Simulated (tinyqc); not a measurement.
## Metal-interlayer-semiconductor contact, depinning against tunnelling resistance: contact resistivity against the interlayer thickness

Zero bias, n-type semiconductor. Gap states at the semiconductor surface thin out as exp(-be ti), which unpins the barrier; electrons must then cross the interlayer (a rectangular barrier, no voltage drop across it) and the parabolic depleted layer, both by WKB. Energies E are counted from the Fermi level; no image force, parabolic bands.

S = 1/(1 + (1/S0 - 1) exp(-be ti)); phiB = S (phiM - chi) + (1 - S)(Eg - E0); xi = Ec - EF deep inside, from Nd = Nc F(-xi/Vt), F(x) = (2/sqrt(pi)) int_0^infinity sqrt(u) du/(1 + exp(u - x)); band bending U = phiB - xi; E00 = (hbar/2) sqrt(Nd/(eps0 eps_r mt m0)) in volts; A = 4 pi q mA m0 kB^2/h^3. With U = phiB - xi: for xi < E < phiB, y = (E - xi)/U and G1 = (U/E00) [sqrt(1 - y) - y ln((1 + sqrt(1 - y))/sqrt(y))], G1 = 0 above phiB; G2 = 2 ti sqrt(mi max(phiB + dE - E, 0)/C), C = hbar^2/(2 m0); f = 1/(1 + exp(E/Vt)); 1/rho_c = (A T^2/Vt^2) times the integral of exp(-G1 - G2) f over E from xi upwards. Shares under 0.001 % are printed as 0; rows without band bending are left out.

Values chosen for this exercise; semiconductor values close to those of gallium nitride; interlayer mass of the order of that in aluminium oxide, offset chosen freely:
```
symbol   value   unit                                                           meaning
T          300      K                                                       temperature
Eg        3.31     eV                                                          band gap
eps_r     9.43                                                    relative permittivity
chi       4.01     eV                                                 electron affinity
Nc      2.3e18  cm^-3                            conduction-band density of states at T
mt       0.198     m0                              tunnelling mass in the semiconductor
mA       0.206     m0                                                   Richardson mass
Nd      1.9e20  cm^-3                                                     donor density
E0         2.4     eV                    charge-neutrality level above the valence band
S0        0.59                                        pinning factor without interlayer
phiM      4.11     eV                                               metal work function
dE        2.51     eV  conduction-band offset of the interlayer above the semiconductor
mi        0.35     m0                                 tunnelling mass in the interlayer
be         4.1   1/nm               decay constant of gap states through the interlayer
```

Constants: q = 1.602176634e-19 C, kB = 1.380649e-23 J/K, eps0 = 8.8541878128e-12 F/m, hbar = 1.054571817e-34 J s, h = 6.62607015e-34 J s, m0 = 9.1093837015e-31 kg, Vt = kB T/q, hbar^2/(2 m0) = 0.0380998212 eV nm^2. Results are converted to the units shown.

The same in every row: E00/Vt = 7.24.

Results:
```
ti (nm)      S  phiB (eV)  rho_c (ohm cm^2)  rho_c with G2 = 0 (ohm cm^2)  peak of the integrand (eV)  share above phiB (%)
0        0.590      0.432           4.82e-9                       4.82e-9                     -0.0524                     0
0.2      0.766      0.290           2.23e-8                       2.78e-9                     -0.0540                     0
0.4      0.881      0.196           1.19e-7                       1.98e-9                     -0.0548                0.0114
0.6      0.944      0.145           7.37e-7                       1.67e-9                     -0.0545                0.0742
0.8      0.975      0.121           4.98e-6                       1.53e-9                     -0.0533                 0.193
1.2      0.995      0.104           2.57e-4                       1.45e-9                     -0.0496                 0.412
1.4      0.998      0.102           0.00189                       1.44e-9                     -0.0477                 0.489
1.6      0.999      0.101            0.0139                       1.44e-9                     -0.0458                 0.555
```

Estimate the missing row, ti = 1 nm.

Computed row:
```
ti (nm)      S  phiB (eV)  rho_c (ohm cm^2)  rho_c with G2 = 0 (ohm cm^2)  peak of the integrand (eV)  share above phiB (%)
1        0.989      0.109           3.54e-5                       1.48e-9                     -0.0515                 0.315
```

With this row back in the table: As ti goes from 0 to 1.6, phiB falls from 0.432 to 0.101 eV and rho_c rises from 4.82e-9 to 0.0139 ohm cm^2. No thickness listed beats the bare contact: tunnelling through the layer costs more than the change of the barrier gains. The ratio of rho_c to its value with G2 = 0 runs from 1.00 to 9.67e6.

Range of the model: The depletion charge would drop about 0.39 V across such an interlayer (eps_r near 9) at ti = 0.5 nm and Nd = 1.9e20 cm^-3, against a band bending of 0.76 V; this model leaves that drop out.

Numbers from tinyqc (`OMP_NUM_THREADS=1 python tinyqc.py 2270029 2270030 out.jsonl`; about 0.02 s on one thread of a shared Intel Xeon 2.30GHz).
